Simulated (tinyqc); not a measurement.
Inside a calculation. Model: resistance of a tapered via with liner, size effect and interface.

tinyqc, about 0.01 s, one thread, Intel Xeon 2.30GHz (shared host): `OMP_NUM_THREADS=1 python tinyqc.py 2750098 2750099 out.jsonl` Printed values are rounded.

A round via whose diameter grows from db at the bottom as D(z) = db + 2 z/tan(ang). The fill, of diameter D - 2 tl, starts above the bottom liner (thickness fb tl) and has rho = rho0 (1 + ks lam/(D - 2 tl)); the sidewall liner conducts in parallel with it. The bottom liner and the interface are crossed over the full area pi db^2/4. Spreading in the lines above and below is left out.

Values chosen for this exercise; fill metal close to molybdenum: diameter at the bottom db = 35 nm; height hv = 120 nm; sidewall angle ang = 86 degrees; bulk resistivity of the fill rho0 = 5.19 uohm cm; mean free path of the fill lam = 11.1 nm; size-effect factor ks = 1; liner on the sidewall tl = 0.6 nm; liner at the bottom over that on the sidewall fb = 1; resistivity of the liner rl = 160 uohm cm; interface resistivity at the bottom ri = 2e-12 ohm cm^2; ballistic conductance per area, about 3/(4 rho0 lam) Sb = 1.3e15 S/m^2.

## Slices of the via

Slices between z0 = fb tl and hv, evaluated at their midpoints: conductance per length pi/4 [(D - 2 tl)^2/rho + (D^2 - (D - 2 tl)^2)/rl], slice resistance = slice height over that. 6 slices.

```
slice   z (nm)   D (nm)  rho (uohm cm)  slice resistance (ohm)
0        10.55  36.4755        6.82312                 1.38523
1        30.45  39.2585        6.70369                 1.16952
2        50.35  42.0416        6.60055                 1.00016
3        70.25  44.8247        6.51056                0.864832
4        90.15  47.6078        6.43136                0.755041
5      110.050  50.3909        6.36113                0.664778
```

## Total resistance

R_fill = sum of the slices; R_bottom = rl fb tl/(pi db^2/4); R_interface = ri/(pi db^2/4); ballistic (Sharvin) limit 1/(Sb pi (db - 2 tl)^2/4); ideal cylinder rho0 hv/(pi db^2/4).

parts (ohm): fill 5.83956, bottom liner 0.997804, interface 0.207876
R = 7.04524 ohm
shares (%): fill 82.8866, bottom liner 14.1628, interface 2.9506
ballistic limit = 0.857301 ohm
ideal cylinder = 6.47325 ohm

The fill is the largest part, and R is 1.09 times the ideal cylinder. With 2000 slices R = 7.0537 ohm.
